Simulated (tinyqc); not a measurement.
Inside a calculation. Model: formation energy of a charged point defect from supercell energies. Computed by tinyqc, a small Python program that keeps every step. Command: `OMP_NUM_THREADS=1 python tinyqc.py 3004018 3004019 out.jsonl formation walk`. One thread of a shared host (Intel(R) Xeon(R) Processor @ 2.30GHz), about 0.01 s of CPU time with the checks. Intermediate numbers are printed to about 7 digits and carried at full precision; extremes and crossings named in words are read from the listed rows.

The host is a compound AB. Making the defect adds n_A = 1, n_B = -1 atoms to the cell. All total energies are inputs. E_F is counted from the valence-band maximum (VBM); x = 0 is A-rich and x = 1 B-rich growth.

Inputs (values chosen for the exercise, with gap and screening modelled on CdTe): gap E_g = 1.55 eV; E_VBM of the host cell = 3.877 eV; potential alignment dV = -0.096 eV; dielectric constant eps = 10.4; cell length L = 9.9 angstrom; mu_A of the pure element = -4.833 eV; mu_B of the pure element = -5.582 eV; formation enthalpy dH of AB = -0.691 eV; growth condition x = 0.19; Fermi level E_F = 1.24 eV; temperature T = 800 K; site density N_s = 3.5e+22 cm^-3.

Defect: A on a B site. Supercell lattice: fcc.

charge states q: [3, 2, 1, 0]

E(defect, q) - E(host), in the order of q (eV): [-11.912, -6.682, -1.293, 4.05]

Constants: e^2/(4 pi eps_0) = 14.39964548 eV angstrom; k_B = 8.617333262e-05 eV/K.

## Chemical potentials

dmu_A = x dH and dmu_B = (1 - x) dH, so that dmu_A + dmu_B = dH; mu = mu(element) + dmu. The reservoir term is sum n_i mu_i.

dmu_A = -0.13129 eV

dmu_B = -0.55971 eV

sum n_i mu_i = 1.17742 eV

## Image-charge corrections

Image-charge correction of a point charge in a neutralising background: E_corr = q^2 alpha e^2/(4 pi eps_0) / (2 eps L), alpha = 2.888282 for a fcc array with L the cube root of the volume.

E_corr (eV): (q=+3) 1.817755, (q=+2) 0.807891, (q=+1) 0.201973, (q=0) 0.000000

Caution: the largest image-charge correction in these energies, q^2 alpha e^2/(8 pi eps_0 eps L) with alpha = 2.888282, exceeds a quarter of the gap; the point-charge term alone is then a rough estimate, usually too large for a charge that is spread out.

## Formation energies at E_F = 0

E_f(q, E_F) = [E(defect, q) - E(host)] - sum n_i mu_i + q (E_VBM + dV + E_F) + E_corr(q).

E_f(q, 0) (eV): (q=+3) 0.071335, (q=+2) 0.510471, (q=+1) 1.512553, (q=0) 2.872580

## Transition levels and the lower envelope

eps(q/q') = [E_f(q', 0) - E_f(q, 0)]/(q - q'). U of state q is eps(q/q-1) - eps(q+1/q). The stable state at each E_F is the lowest line E_f(q, 0) + q E_F.

One-electron levels above the VBM (eV):
```
level      energy  U of the state between this level and the next
(+3/+2)  0.439136                                       0.5629456
(+2/+1)  1.002082                                       0.3579456
(+1/0)   1.360027                                               -
```

Stable states:
```
q   from E_F (eV)  to E_F (eV)
+3       0.000000     0.439136
+2       0.439136     1.002082
+1       1.002082     1.360027
0        1.360027     1.550000
```

Stable in the gap, from the VBM up: +3, +2, +1, 0.

## The first and the last level

eps(q/q-1) = E_f(q - 1, 0) - E_f(q, 0).

level (+3/+2) = 0.4391361 eV

level (+1/0) = 1.360027 eV

## Concentrations at the given E_F and T

E_f(q, E_F) = E_f(q, 0) + q E_F. c_q = N_s exp(-E_f(q, E_F)/k_B T), with all degeneracy factors one and no vibrational entropy.

Charge states:
```
q   E_f (eV)   c_q (cm^-3)         share
+3  3.791335  4.567811e-02  2.367213e-07
+2  2.990471  5.069077e+03  2.626988e-02
+1  2.752553  1.598633e+05  8.284720e-01
0   2.872580  2.802919e+04  1.452579e-01
```

lowest formation energy = 2.752553 eV

total concentration = 192961.6 cm^-3

mean charge = 0.8810125 e

State +1 holds 82.8 % of the defects.

## Fermi level and growth conditions

Each entry is the lowest E_f over q.

Lowest formation energy (eV):
```
E_F (eV)  stable q  A-rich, x = 0   x = 0.5  B-rich, x = 1
0.000           +3      -0.191245  0.499755       1.190755
0.194           +3       0.390755  1.081755       1.772755
0.388           +3       0.972755  1.663755       2.354755
0.581           +2       1.409891  2.100891       2.791891
0.775           +2       1.797891  2.488891       3.179891
0.969           +2       2.185891  2.876891       3.567891
1.162           +1       2.411973  3.102973       3.793973
1.356           +1       2.605973  3.296973       3.987973
1.550            0       2.610000  3.301000       3.992000
```

Going from A-rich to B-rich growth shifts every line by +1.382 eV and moves no transition level. The slope of the envelope is the stable charge, so E_f is highest at E_F = 1.55 eV of those listed: the defect forms most easily in p-type material. Under A-rich growth E_f turns negative for part of the gap, so in equilibrium E_F cannot enter that part.

## What the corrections do to the levels

Levels eps(q/q-1) with the terms q dV and E_corr left out or kept.

Levels above the VBM (eV):
```
level      raw  with alignment  with image charge  with both
(+3/+2)  1.353           1.449           0.343136   0.439136
(+2/+1)  1.512           1.608           0.906082   1.002082
(+1/0)   1.466           1.562           1.264027   1.360027
```

Alignment moves every level by -dV = +0.096 eV. The image term moves eps(q/q-1) by (1 - 2q) E_corr(1): (+3/+2) by -1.010, (+2/+1) by -0.606, (+1/0) by -0.202 eV, donor levels down and acceptor levels up. It adds 2 E_corr(1) = 0.404 eV to every U, which turns an apparent negative U of the raw energies into a positive one.

Checks made by the program: envelope against a direct minimum on a grid (relative difference below 1e-10).
